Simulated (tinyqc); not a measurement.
Q-state Potts model on a small periodic square lattice: enumeration, Metropolis, heat-bath and Wolff steps: one step, computed by the program tinyqc.

E = -J x (number of nearest-neighbour bonds with equal states); n x n sites with periodic edges have 2 n^2 bonds. Order parameter m = (q f - 1)/(q - 1), f being the largest share of one state. Sites are numbered row by row from 0. Here q = 3 and n = 3.

Problem. Eight single-site steps. Site = floor(r1 n^2). State c is drawn with probability exp(K k_c)/sum exp(K k), k_c the number of neighbours in state c: the first c whose cumulative probability reaches r2; r3 is not used.

Inputs (values chosen for the exercise, for a model of domains or grain orientations): temperature T = 503 K.

Update: heat bath.

start states:
```
   1  2  3
1  2  1  2
2  2  1  1
3  1  1  0
```

random numbers, one row a step:
```
        1       2       3
1  0.6043  0.9138  0.6555
2  0.2166  0.1073  0.4044
3  0.5875  0.3946  0.0631
4  0.7848  0.4011  0.3682
5  0.2888  0.5851  0.5127
6  0.1976  0.4587  0.5771
7  0.0140  0.1498  0.6251
8  0.2108  0.2665  0.9062
```

K = 1.084319

Give: the table «Steps» with the columns old, neighbours in each state, P(old), P(new), new; states afterwards.

Solution.

Steps:
```
site  old  neighbours in each state  P(old)  P(new)  new
5       1                     1 1 2  0.2017  0.5966    2
1       1                     0 2 2  0.4730  0.4730    1
5       2                     1 1 2  0.5966  0.2017    1
7       1                     1 3 0  0.8673  0.8673    1
2       2                     1 2 1  0.2017  0.5966    1
1       1                     0 3 1  0.8673  0.8673    1
0       2                     0 3 1  0.0992  0.8673    1
1       1                     0 4 0  0.9745  0.9745    1
```

states afterwards:
```
   1  2  3
1  1  1  1
2  2  1  1
3  1  1  0
```
